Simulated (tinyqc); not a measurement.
## Gate-all-around wire, scale length and short-channel effects: effect of the drain voltage

A round wire of diameter ts in an insulator shell of thickness ti under a surrounding gate. Below threshold the potential that source and drain add obeys Laplace's equation and vanishes on the gate. Its lowest mode decays along the channel as exp(-k y); k is the smallest positive root of the matching condition at the interface, and the scale length is Lambda = pi/k.

k is the smallest positive root of f(k) = ei J0(u)[J1(u) Y0(v) - Y1(u) J0(v)] - eps_r J1(u)[J0(u) Y0(v) - Y0(u) J0(v)], u = k ts/2, v = u + k ti. Along the channel psi(y) = s + a exp(y/l) + b exp(-y/l) with psi(0) = Vbi, psi(L) = Vbi + Vds and l = 1/k = Lambda/pi; with A = Vbi - s, B = A + Vds, x = exp(-L/l): a = (B - A x) x/(1 - x^2), b = (A - B x)/(1 - x^2). The minimum is s + 2 sqrt(a b), at y = (l/2) ln(b/a). The long-channel potential follows the gate as s = sT + (Vg - VTL)/m, and the threshold VT is the gate voltage at which the minimum equals sT. Swing = m Vt ln 10/g at threshold, g = d(minimum)/ds = 1 - (b x + a)/((1 + x) sqrt(a b)). DIBL = [VT(0.05 V) - VT(Vds)]/(Vds - 0.05 V). sT and Vbi are held fixed; m = 1.

Parameters, values chosen for the exercise; permittivities: semiconductor close to that of silicon, insulator close to that of zirconium oxide:

| symbol | value | unit | meaning |
|---|---|---|---|
| T | 400 | K | temperature |
| eps_r | 11.9 |  | relative permittivity of the semiconductor |
| ei | 23.9 |  | relative permittivity of the insulator |
| ti | 5.8 | nm | insulator thickness |
| ts | 8.2 | nm | wire diameter |
| L | 20 | nm | channel length |
| Vbi | 0.87 | V | potential of the source |
| sT | 0.72 | V | potential of the barrier top at threshold |

Constants: q = 1.602176634e-19 C, kB = 1.380649e-23 J/K, Vt = kB T/q. Results are converted to the units shown.

The same in every row: Lambda (nm) = 11.462; L/Lambda = 1.7449.

Result of one run:
```
Vds (V)  VT - VTL at Vds (mV)  DIBL (mV/V)  swing (mV/decade)
0.5                   -47.506       48.758             93.983
```

What becomes of these results when the drain voltage Vds is changed from 0.5 to 0.8 V, all else the same?

Result of the changed run:
```
Vds (V)  VT - VTL at Vds (mV)  DIBL (mV/V)  swing (mV/decade)
0.8                   -58.547       43.976             95.808
```

The whole series:
```
Vds (V)  VT - VTL at Vds (mV)  DIBL (mV/V)  swing (mV/decade)
0.2                   -34.129       57.098             92.014
0.35                  -41.232       52.225             93.006
0.5                   -47.506       48.758             93.983
0.65                  -53.228       46.105             94.918
0.8                   -58.547       43.976             95.808
0.95                  -63.556       42.213             96.654
1.1                   -68.318       40.717             97.463
```

As Vds goes from 0.2 to 1.1 V, Lambda stays at 11.5 nm, DIBL falls from 57.1 to 40.7 mV/V and the swing rises from 92.0 to 97.5 mV a decade.

Program tinyqc, `OMP_NUM_THREADS=1 python tinyqc.py 2420162 2420163 out.jsonl`; Intel Xeon 2.30GHz, shared host, one thread, about 0.01 s.
